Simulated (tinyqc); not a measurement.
Conductance against temperature: thermal boundary conductance by the acoustic and diffuse mismatch models. Computed by tinyqc, a small Python program. Command: `OMP_NUM_THREADS=1 python tinyqc.py 3020385 3020386 out.jsonl kapitza walk`. One thread of a shared host (Intel(R) Xeon(R) Processor @ 2.30GHz), about 0.01 s of CPU time with the checks.

Each side has one longitudinal and two transverse Debye branches, omega = v q up to q_D = (6 pi^2 n)^(1/3), with n counting all atoms. Scattering at the interface is elastic. Electrons are left out of G, also for metals. Melting is ignored. G refers to the temperatures of the phonons sent towards the interface. Linear branches over all atoms overstate G at high T, most for crystals with several atoms a cell.

Inputs (values chosen for the exercise, for two model solids):
```
quantity                    value    unit
density rho_1                14.1  g/cm^3
longitudinal velocity vL_1  10700     m/s
transverse velocity vT_1     5820     m/s
atom density n_1             79.3  1/nm^3
density rho_2                5.01  g/cm^3
longitudinal velocity vL_2  13600     m/s
transverse velocity vT_2     8470     m/s
atom density n_2             61.1  1/nm^3
```

Structure: superlattice.

Constants: hbar = 1.054571817e-34 J s; k_B = 1.380649e-23 J/K.

Method:
- omega_c = v q_D for each branch, given as hbar omega_c/k_B; impedance Z = rho v.
- No mode conversion. t(theta) = 4 Z_1 Z_2 cos(theta_1) cos(theta_2)/N^2, with N = Z_2 cos(theta_1) + Z_1 cos(theta_2) for L (the form for pressure waves) and N = Z_1 cos(theta_1) + Z_2 cos(theta_2) for both T branches (the form for shear waves polarised along the interface); sin(theta_2) = (v_2/v_1) sin(theta_1), and t = 0 beyond the critical angle arcsin(v_1/v_2); the mean over the incoming flux is alpha = 2 int t sin(theta_1) cos(theta_1) d theta_1 (64 Gauss-Legendre points).
- G = (k_B^4 T^3/(8 pi^2 hbar^3)) int W(x) x^4 e^x/(e^x - 1)^2 dx, x = hbar omega/(k_B T). Acoustic mismatch: W = sum over the three branches of alpha(1 to 2)/v_1^2, each up to the lower of its two cut-offs. Diffuse mismatch: W = S_1 S_2/(S_1 + S_2), where S_i sums 1/v^2 over the branches of side i still below their cut-off. Radiation limit: W = min(S_1, S_2). The integral is split at the four cut-offs (64 Gauss-Legendre points a piece, x at most 45).

Branches:
```
branch     v (m/s)  cut-off (K)  Z (1e6 kg/(m^2 s))
L, side 1    10700      1368.63            150.8700
T, side 1     5820       744.43             82.0620
L, side 2    13600      1594.76             68.1360
T, side 2     8470       993.21             42.4347
```

Transmission:
```
branch  t at normal incidence  largest angle from side 1 (deg)  alpha, 1 to 2  alpha, 2 to 1
L                    0.857289                          51.8842       0.563964       0.911091
T                    0.898685                          43.4034       0.367355       0.778048
```

G (MW/(m^2 K)):
```
T (K)  acoustic mismatch  diffuse mismatch  radiation limit
2              0.0021703         0.0018202        0.0027140
5               0.033911          0.028441         0.042407
10               0.27129           0.22752          0.33926
20                2.1703            1.8202           2.7140
40                17.362            14.561           21.712
80                134.14            113.01           168.22
150               598.11            518.73           763.64
300               1576.3            1377.4           2020.9
600               2375.7            2047.1           3018.0
1000              2645.4            2266.9           3348.7
```

What follows from these numbers?

All three follow T^3 at the cold end (exponent 3.00 for the diffuse model) and flatten at high T (exponent 0.20 at the hot end); the lowest cut-off is 744 K. The ratio of diffuse to acoustic goes from 0.84 to 0.86. The plateau is set by the frequencies that both sides share.

Extremes, crossings and ranges named in words are read from the listed rows.
